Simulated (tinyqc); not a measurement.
Inside a calculation. Model: free and trapped electrons in a MOS channel with a dense trap tail.

Numbers from tinyqc (`OMP_NUM_THREADS=1 python tinyqc.py 2222118 2222119 out.jsonl`; about 0.02 s on one thread of a shared Intel Xeon 2.30GHz). Printed values are rounded.

p-type body, charge-sheet picture, full ionisation (an idealisation for deep acceptors), Boltzmann statistics for free electrons. e = Ec - EF at the surface. Acceptor-like traps of density D(E) = D0 + De exp(-E/Ew) at depth E below Ec, from 0 to Eu, hold n_t = integral of D(E)/(1 + exp((e - E)/Vt)). psi = Eg - Vt ln(Nv/Na) - e; N_dep = sqrt(2 eps0 eps_r Na (psi - Vt)/q); n_f = sqrt(N_dep^2 + 2 eps0 eps_r Vt Nc exp(-e/Vt)/q) - N_dep; Vg = Vfb + psi + q (N_dep + n_t + n_f)/Cox, Cox = eps0 eox/tox.

Inputs (values chosen for the exercise); band and dielectric values close to those of 4H silicon carbide: temperature T = 475 K; band gap Eg = 3.26 eV; relative permittivity eps_r = 9.54; conduction-band density of states at T Nc = 3.41e19 cm^-3; valence-band density of states at T Nv = 4.88e19 cm^-3; relative permittivity of the insulator eox = 3.9; insulator thickness tox = 59 nm; acceptor density Na = 1.2e16 cm^-3; flat-band voltage without trapped charge Vfb = -2.71 V; constant background density of acceptor-like traps D0 = 1e10 cm^-2 eV^-1; density of the tail at the conduction edge De = 4.1e13 cm^-2 eV^-1; decay energy of the tail Ew = 0.09 eV; depth below Ec down to which the traps reach Eu = 0.65 eV; mobility of free electrons mf = 240 cm^2/(V s); Ec - EF at the surface e = 0.112 eV.

Constants: q = 1.602176634e-19 C, kB = 1.380649e-23 J/K, Vt = kB T/q, eps0 = 8.8541878128e-14 F/cm where lengths are in cm. Results are converted to the units shown.

## Trapped charge

Trapezoid rule on 16 equal steps from 0 to Eu, f = 1/(1 + exp((e - E)/Vt)).

| point | E (eV) | D(E) f (cm^-2 eV^-1) |
|---|---|---|
| 0 | 0 | 2.49626e12 |
| 1 | 0.0406250 | 3.88716e12 |
| 2 | 0.08125 | 5.33177e12 |
| 3 | 0.121875 | 5.93324e12 |
| 4 | 0.1625 | 5.22747e12 |
| 5 | 0.203125 | 3.88242e12 |
| 6 | 0.243750 | 2.63706e12 |
| 7 | 0.284375 | 1.72437e12 |
| 8 | 0.325 | 1.11178e12 |
| 9 | 0.365625 | 7.13989e11 |
| 10 | 0.406250 | 4.58840e11 |
| 11 | 0.446875 | 2.95934e11 |
| 12 | 0.4875 | 1.92099e11 |
| 13 | 0.528125 | 1.25958e11 |
| 14 | 0.568750 | 8.38375e10 |
| 15 | 0.609375 | 5.70160e10 |
| 16 | 0.65 | 3.99372e10 |

n_t = 1.33782e12 cm^-2

With 1600 steps n_t = 1.342e12 cm^-2; the coarse value is 0.31 % below it.

## Charges and gate voltage

psi, N_dep, n_f and Vg as defined, with the n_t given; free share n_f/(n_f + n_t); apparent mobility mf n_f/(n_f + n_t); gate voltage spent on traps q n_t/Cox.

psi = 2.80783 V
N_dep = 5.91692e11 cm^-2
n_f = 5.50244e11 cm^-2
Vg = 6.88609 V
free share = 29.1432 %
apparent mobility = 69.9438 cm^2/(V s)
gate voltage spent on traps = 3.66225 V
